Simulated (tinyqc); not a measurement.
Barrier width: Kronig-Penney superlattice by transfer matrices.

Wells (width a, potential 0, mass mw) alternate with barriers (width b, height V0, mass mb); period d = a + b; c = hbar^2/2m0. The vector (psi, psi'/m) is continuous, and a layer of thickness t carries it by M = [[cos kt, (m/k) sin kt], [-(k/m) sin kt, cos kt]] with k = sqrt(m (E - V)/c); for E < V, k = i kappa gives [[cosh, (m/kappa) sinh], [(kappa/m) sinh, cosh]] of kappa t. A Bloch state obeys cos(q d) = tr(Mb Mw)/2.

Constants: hbar^2/2m0 = 3.80998211 eV angstrom^2.

Values chosen for the exercise (near those of a non-polar GaN superlattice with barriers of AlN; the results hold for these values, not for the real material):
```
symbol  value                          unit      meaning
a       22                             angstrom  well width
V0      1.823                          eV        barrier height
mw      0.195                          m0        mass in the wells
mb      0.315                          m0        mass in the barriers
bs      (3, 4.5, 6, 7.8, 9.6, 12, 15)  angstrom  barrier widths
```

First miniband against b. m_z = -2 c f'/d^2 with f = tr M/2 at the bottom of the band. E1 is the level of the single well, kappa1 its decay constant in the barrier.

First miniband:
```
b (angstrom)  bottom (eV)  top (eV)  W (meV)   ln W  m_z (m0)
3.0                0.1427    0.2781    135.4  4.908     0.267
4.5                0.1713    0.2497    78.45  4.362     0.355
6.0                0.1876    0.2330    45.39  3.815     0.501
7.8                0.1984    0.2220    23.52  3.158     0.796
9.6                0.2040    0.2162    12.19  2.501      1.31
12.0               0.2076    0.2127    5.075  1.624      2.65
15.0               0.2093    0.2110    1.697  0.529      6.61
```

E1 = 0.2101 eV
kappa1 = 0.3652 1/angstrom

How do the results move, and what explains it?

W falls from 135.4 to 1.70 meV, and both edges close in on E1. The slope of ln W is -0.3640 per angstrom over the first two rows and -0.3652 over the last two, against -kappa1 = -0.3652: the width follows one power of the tunnelling amplitude once the wells couple weakly. m_z grows by a factor 24.8. Layers under about 10 angstrom are at the limit of envelope theory.

(tinyqc, `OMP_NUM_THREADS=1 python tinyqc.py 1250941 1250942 out.jsonl`, Intel(R) Xeon(R) Processor @ 2.30GHz, 1 thread, shared host, about 0.04 s.)
